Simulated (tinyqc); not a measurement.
Surface photovoltage measurement of the minority-carrier diffusion length in a wafer. Changing the photon flux entering. Computed by tinyqc, a small Python program. Command: `OMP_NUM_THREADS=1 python tinyqc.py 3130072 3130073 out.jsonl spv sweep`. One thread of a shared host (Intel(R) Xeon(R) Processor @ 2.30GHz), about 0.01 s of CPU time with the checks.

Low injection, steady light, a depletion layer much thinner than 1/alpha and L. The excess density dn is taken at the front edge of the neutral region; light that reaches the back is lost.

Inputs (values chosen for the exercise, modelled on p-type silicon at room temperature):
```
quantity                                             value        unit
diffusion length L                                      42  micrometre
wafer thickness W                                      525  micrometre
diffusivity D                                         24.5      cm^2/s
front recombination velocity S_f                      6200        cm/s
back recombination velocity S_b                        110        cm/s
minority density at the surface barrier scale n_0  1.6e+10      1/cm^3
temperature T                                          298           K
wavelength                                             851          nm
```

Constants: k_B = 8.617333262e-05 eV/K.

Method:
- alpha = (84.732/lambda - 76.417)^2 per cm with lambda in micrometre (an empirical fit for silicon between 0.7 and 1.05 micrometre).
- Thick wafer: dn = Phi L/((S_f + D/L)(L + 1/alpha)). Finite wafer, with s = S_b L/D, w = W/L, a = alpha L: dn = [Phi a/(a^2 - 1)] [a - B - exp(-alpha W)(a - s)/(cosh w + s sinh w)]/(S_f + B D/L), B = (sinh w + s cosh w)/(cosh w + s sinh w).
- Photovoltage V = (k_B T/e) ln(1 + dn/n_0). Lifetime = L^2/D.

One run for each value:
```
photon flux entering (1/(cm^2 s))  photovoltage V (mV)  dn, finite wafer (1/cm^3)
1.00e+10                                     9.235e-04                  5.754e+05
1.00e+11                                     9.233e-03                  5.754e+06
1.00e+12                                     9.219e-02                  5.754e+07
1.00e+13                                     9.073e-01                  5.754e+08
1.00e+14                                     7.889e+00                  5.754e+09
1.00e+15                                     3.917e+01                  5.754e+10
1.00e+16                                     9.270e+01                  5.754e+11
```

What does the table show, and why?

Over the rows, photovoltage V (mV) rises from 9.23e-4 to 92.7 (exponent d ln y / d ln x 1.00 between the first rows and 0.37 between the last); dn, finite wafer (1/cm^3) rises from 575000 to 5.75e11 (exponent d ln y / d ln x about 1.0 throughout). At the low end the exponent of photovoltage V is 1.00, close to 1: the linear range.

Caution (rows 1.00e14, 1.00e15, 1.00e16): dn is not small against n_0, so V is not linear in the flux; the constant-flux reading then needs dn, not V.

Extremes, crossings and ranges named in words are read from the listed rows.
